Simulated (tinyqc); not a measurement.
Worked calculation: polytypes and stacking faults of a tetrahedral semiconductor in an axial Ising model with couplings up to third neighbours. Computed by tinyqc, a small Python program that keeps every step. Command: `OMP_NUM_THREADS=1 python tinyqc.py 3018576 3018577 out.jsonl polytype walk`. One thread of a shared host (Intel(R) Xeon(R) Processor @ 2.30GHz), about 0.01 s of CPU time with the checks. Intermediate numbers are printed to about 5 digits and carried at full precision; extremes and crossings named in words are read from the listed rows.

Each double layer has s = +1 or -1 for the sense of its stacking step; E per pair of atoms = E0 - sum_n J_n <s_i s_(i+n)>, n = 1, 2, 3. Hexagonality h = (1 - <s_i s_(i+1)>)/2.

Inputs (values chosen for the exercise, of the order of those of GaN for J, a, G and the gaps):

| quantity | value | unit |
|---|---|---|
| J1 | -5.84 | meV/pair |
| J2 | -0.352 | meV/pair |
| J3 | 0.14 | meV/pair |
| basal lattice constant a | 3.19 | angstrom |
| shear modulus G | 116 | GPa |
| Poisson ratio nu | 0.21 | - |
| gap of 3C | 3.3 | eV |
| gap of 4H | 3.4 | eV |
| binding energy of the fault level E_b | 0.074 | eV |
| in-plane mass m | 0.26 | m0 |
| effective density of states N_c at 300 K | 1.8e+19 | 1/cm^3 |
| electron density n | 1.2e+18 | 1/cm^3 |
| temperature T | 450 | K |

Host polytype: 2H.

Constants: 1 eV/angstrom^2 = 16.02176634 J/m^2; m_0 = 9.1093837015e-31 kg; hbar = 1.054571817e-34 J s; k_B = 1.380649e-23 J/K; k_B = 8.617333262e-05 eV/K.

## Energies of the polytypes

correlations of the repeat units 3C (+), 2H (+-), 4H (++--), 6H (+++---), 15R (+++--), 8H (++++----), 21R (++++---), 9R (++-):
```
       n = 1    n = 2    n = 3
3C    1.0000   1.0000   1.0000
2H   -1.0000   1.0000  -1.0000
4H    0.0000  -1.0000   0.0000
6H    0.3333  -0.3333  -1.0000
15R   0.2000  -0.6000  -0.6000
8H    0.5000   0.0000  -0.5000
21R   0.4286  -0.1429  -0.7143
9R   -0.3333  -0.3333   1.0000
```

E - E(3C) = sum_n J_n (1 - C_n), C_n = <s_i s_(i+n)>. The gap is taken linear in h between 3C (h = 0) and 4H (h = 1/2), a rough rule, with a dash beyond.

Polytypes:

| polytype | h | E - E(3C) (meV/pair) | gap by the linear rule (eV) |
|---|---|---|---|
| 3C | 0.0000 | 0.000 | 3.3000 |
| 2H | 1.0000 | -11.400 | - |
| 4H | 0.5000 | -6.404 | 3.4000 |
| 6H | 0.3333 | -4.083 | 3.3667 |
| 15R | 0.4000 | -5.011 | 3.3800 |
| 8H | 0.2500 | -3.062 | 3.3500 |
| 21R | 0.2857 | -3.499 | 3.3571 |
| 9R | 0.6667 | -8.256 | - |

E(2H) - E(3C) = -11.4 meV/pair

E(4H) - E(3C) = -6.404 meV/pair

E(6H) - E(3C) = -4.0827 meV/pair

The lowest is 2H, 3.144 meV/pair below 9R. J1/|J2| = -16.59: for J3 = 0 and J2 < 0 the ground state is 2H below -2, 4H between -2 and 2, and 3C above 2; at 2 itself all periods with bands of two or more layers are degenerate.

## Back from three energies to J1, J2, J3

With d2, d4, d6 the energies of 2H, 4H, 6H over 3C: d2 = 2 J1 + 2 J3, d4 = J1 + 2 J2 + J3, d6 = (2/3) J1 + (4/3) J2 + 2 J3, so J2 = (d4 - d2/2)/2, J3 = (3/4)(d6 - (2/3) d4), J1 = d2/2 - J3.

J1 recovered = -5.84 meV/pair

J2 recovered = -0.352 meV/pair

J3 recovered = 0.14000 meV/pair

## Stacking-fault energies

fault coefficients k_n:
```
    J1  J2  J3
I1  -2   4  -6
I2  -4   4  -4
E   -6   4  -6
```

Faults in 2H: the sequences I1 (+), I2 (++), E (+++) are put between perfect repeats; k_n = (layers x C_n of the host) - sum_i s_i s_(i+n). gamma = sum k_n J_n/A, A = (sqrt 3/2) a^2; 1 meV/angstrom^2 = 16.02177 mJ/m^2.

gamma (mJ/m^2): I1 17.148, I2 38.891, E 59.616

energy of the glide fault, I2 = 38.891 mJ/m^2

The cheapest is the I1 fault.

## Splitting of a basal screw dislocation

Screw line, bounded by the I2 fault of energy gamma: b = a, partials b_p = a/sqrt 3; d = G b_p^2 (2 - 3 nu)/(8 pi gamma (1 - nu)). One partial is driven off by the shear stress gamma/b_p along its Burgers vector.

splitting width d = 6.9811 nm

stress to open the fault = 211.16 MPa

## Electronic energy gained by the fault

The fault binds electrons in a two-dimensional band E_b below the conduction edge, g2 = m m0/(pi hbar^2) for one valley. With the Fermi level held by the bulk, eta = ln[n/N_c(T)], N_c(T) = N_c (T/300)^1.5, the grand potential falls by g2 (k_B T)^2 F1(x), x = eta + E_b/(k_B T), F1(x) = integral from 0 to infinity of ln(1 + exp(x - t)) dt; sheet density g2 k_B T ln(1 + e^x). Band bending by the trapped charge is left out, so the gain is an upper bound. Net fault energy = gamma of the I2 fault less the electronic gain.

x = -1.4079

sheet density = 9.2173e+11 1/cm^2

electronic gain = 0.060475 mJ/m^2

net fault energy = 38.831 mJ/m^2

The gain offsets 0.16 % of the fault energy. Caution: rows with n above 0.3 N_c(T) are near degeneracy, where eta = ln(n/N_c) underestimates the Fermi level.

## Gain against electron density

The formulas are those given above.

At T:

| n (1/cm^3) | x | sheet density (1/cm^2) | gain (mJ/m^2) | gain/gamma | gain/gamma at T + 200 K |
|---|---|---|---|---|---|
| 1.00e+14 | -1.0801e+01 | 8.5863e+07 | 5.3346e-06 | 1.3717e-07 | 9.1643e-08 |
| 1.00e+15 | -8.4980e+00 | 8.5855e+08 | 5.3344e-05 | 1.3716e-06 | 9.1642e-07 |
| 1.00e+16 | -6.1954e+00 | 8.5776e+09 | 5.3319e-04 | 1.3710e-05 | 9.1629e-06 |
| 1.00e+17 | -3.8929e+00 | 8.5000e+10 | 5.3077e-03 | 1.3648e-04 | 9.1495e-05 |
| 1.00e+18 | -1.5903e+00 | 7.8144e+11 | 5.0849e-02 | 1.3075e-03 | 9.0190e-04 |
| 5.00e+18 | 1.9167e-02 | 2.9599e+12 | 2.1871e-01 | 5.6238e-03 | 4.2542e-03 |
| 2.00e+19 | 1.4055e+00 | 6.8432e+12 | 6.2825e-01 | 1.6154e-02 | 1.4402e-02 |

For x well below 0 the gain is k_B T times the sheet density and linear in n; for x well above 0 the well fills and the gain grows only about as x^2. It stays below the fault energy in all rows; 200 K more changes it by a factor 0.67 at 1e16.

Checks made by the program: the recovered constants (relative difference below 1e-10).
